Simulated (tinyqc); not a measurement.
Read current of a NAND string, cells in series solved by shooting: read current against the number of cells.

Cells in series, numbered from 0 at the source line (0 V) to the bit line, each followed by a gap resistance Rg. A cell with gate Vg, threshold VT, source Vs and drain Vd passes I = 2 nf K Vt^2 [F(Vs) - F(Vd)]/(1 + th max(Vg - VT, 0)), F(V) = ln^2(1 + exp((Vg - VT - nf V)/(2 nf Vt))). The selected cell has Vg = Vr, the others Vg = Vp.

For a trial current I start at 0 V and, cell by cell, solve for the drain: sqrt(F(Vd)) = sqrt(F(Vs) - I/k), k = 2 nf K Vt^2/(1 + th max(Vg - VT, 0)), Vd = [Vg - VT - 2 nf Vt ln(exp(sqrt F) - 1)]/nf, then add I Rg. The string current is the I for which the last node reaches Vbl. The apparent threshold is the Vr at which I = Is. Background: all other cells erased (VT = Ve) or all in the highest state (VT = Vh); ratio and shift are high over erased and high minus erased. The selected cell is in the middle, cell n/2.

Values chosen for this exercise; values of the order met in vertical NAND strings: temperature T = 358 K; gain factor of a cell K = 5 uA/V^2; slope factor nf = 1.4; mobility reduction factor th = 0.11 1/V; resistance of the gap between cells Rg = 1.9 kohm; bit-line voltage Vbl = 0.7 V; pass voltage Vp = 7.5 V; threshold of an erased cell Ve = -2.2 V; threshold of the highest state Vh = 3.4 V; threshold of the selected cell Vx = 0.9 V; sensing current Is = 50 nA; read voltage on the selected word line Vr = 2.7 V.

Constants: q = 1.602176634e-19 C, kB = 1.380649e-23 J/K, Vt = kB T/q. Results are converted to the units shown.

Result of one run:
columns A: n; B: I, others erased (uA); C: I, others high (uA); D: ratio; E: apparent VT, erased (V); F: apparent VT, high (V); G: background shift (mV)
```
A        B        C       D      E      F      G
96  0.1512  0.08749  0.5785  1.208  1.310  102.1
```

What becomes of these results when the number of cells n is changed from 96 to 32, all else the same?

Result of the changed run:
columns A: n; B: I, others erased (uA); C: I, others high (uA); D: ratio; E: apparent VT, erased (V); F: apparent VT, high (V); G: background shift (mV)
```
A        B       C       D      E      F      G
32  0.4281  0.2560  0.5981  1.106  1.139  32.56
```

The whole series:
columns A: n; B: I, others erased (uA); C: I, others high (uA); D: ratio; E: apparent VT, erased (V); F: apparent VT, high (V); G: background shift (mV)
```
A         B        C       D      E      F      G
8     1.356   0.9179  0.6768  1.068  1.076  8.012
16   0.7882   0.4934  0.6260  1.081  1.097  16.11
32   0.4281   0.2560  0.5981  1.106  1.139  32.56
64   0.2235   0.1304  0.5835  1.157  1.223  66.56
96   0.1512  0.08749  0.5785  1.208  1.310  102.1
128  0.1143  0.06583  0.5760  1.259  1.401  141.9
```

With erased neighbours the current falls from 1.36 to 0.114 uA, as n^(-0.78) between the first two rows and n^(-0.97) between the last two (-1 once the series resistance rules). The ratio falls from 0.677 to 0.576 and the background shift rises from 8.01 to 142 mV.

Computed by the program tinyqc: `OMP_NUM_THREADS=1 python tinyqc.py 2142239 2142240 out.jsonl`, one thread of a shared Intel Xeon 2.30GHz, about 0.7 s for the whole run.
